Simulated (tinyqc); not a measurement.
Inside a calculation. Method: coherent transport through a tight-binding region between two chains. One step of it, computed by the program tinyqc.

Task: Transmission at E = -0.64 eV. Surface Green function g = (E - i sqrt(4 t^2 - E^2)) / (2 t^2); self-energy tc^2 g on each contact site; G = (E - H - Sigma)^(-1); Gamma = -2 Im Sigma; T = Gamma_L Gamma_R |G_LR|^2; local density of states -Im G_ii / pi.

H of the central region (eV):
```
,1,2
1,0.000000,-1.390000
2,-1.390000,0.000000
```

Leads: semi-infinite chains with site energy 0:
```
parameter,value
lead hopping t (eV),2.710000
coupling to the left lead (eV),0.320000
coupling to the right lead (eV),1.360000
left contact site,1
right contact site,2
```

E = -0.640000 eV

Give: g; G; local density of states; transmission.

Result:

g = -0.0436-0.3664i 1/eV

G (1/eV):
```
,1,2
1,0.2130-0.4831i,0.8038-0.2266i
2,0.8038-0.2266i,0.3614-0.1253i
```

local density of states (1/eV): 0.1538  0.0399

transmission = 0.0709
